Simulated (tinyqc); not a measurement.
Character of the line: straight dislocations in isotropic elasticity: fields, energies, partials, Peierls stress and walls. Computed by tinyqc, a small Python program. Command: `OMP_NUM_THREADS=1 python tinyqc.py 3000407 3000408 out.jsonl disloc walk`. One thread of a shared host (Intel(R) Xeon(R) Processor @ 2.30GHz), about 0.01 s of CPU time with the checks.

The line runs along z, the glide plane is y = 0, and beta is the angle between b and the line (0 screw, 90 degrees edge): b_e = b sin(beta) along +x with the extra half plane at y > 0, b_s = b cos(beta). Stress is positive in tension.

Inputs (values chosen for the exercise, modelled on copper):
```
quantity,value,unit
shear modulus G,46.9,GPa
Poisson ratio nu,0.344,-
Burgers vector b,2.556,angstrom
stacking-fault energy gamma,51.3,mJ/m^2
dislocation density rho,1.8e+14,1/m^2
core radius r0/b,1.5,-
```

Character: 60-degree.

Constants: 1 eV/angstrom^3 = 160.2176634 GPa.

Method:
- Energy factor K = G [cos^2(beta) + sin^2(beta)/(1 - nu)].
- E = K b^2/(4 pi) ln(R/r0) with R = 1/(2 sqrt(rho)); tension T = E + d^2E/d(beta)^2 = G b^2 [1 + nu - 3 nu sin^2(beta)]/(4 pi (1 - nu)) ln(R/r0). The core energy is taken into r0.
- Shockley partials have b_p = b/sqrt(3) at the angles beta -/+ 30 degrees; their repulsion balances the fault at d = G b_p^2/(8 pi gamma) (2 - nu)/(1 - nu) [1 - 2 nu cos(2 beta)/(2 - nu)].
- E = K b^2/(4 pi) ln(R/r0); T = G b^2 [1 + nu - 3 nu sin^2(beta)]/(4 pi (1 - nu)) ln(R/r0).

ln(R/r0) = 4.57681

From screw to edge:
```
beta (degrees),K (GPa),E (eV/nm),T (eV/nm),d (nm)
0,46.900,6.965,14.270,1.1689
15,48.547,7.210,13.536,1.2802
30,53.048,7.878,11.531,1.5843
45,59.197,8.792,8.792,1.9997
60,65.345,9.705,6.052,2.4151
75,69.846,10.373,4.047,2.7192
90,71.494,10.618,3.313,2.8305
```

What does the comparison show, and why?

The edge costs 1/(1 - nu) = 1.524 times the screw in energy, yet its tension is only (1 - 2 nu)/(1 + nu) = 0.232 of the screw value, so loops under stress are elongated along b. The edge splits 2.42 times as widely, (2 + nu)/(2 - 3 nu), since there the larger, edge parts of the partials repel with the factor 1/(1 - nu) and the small screw parts attract, while in the screw the roles are exchanged.
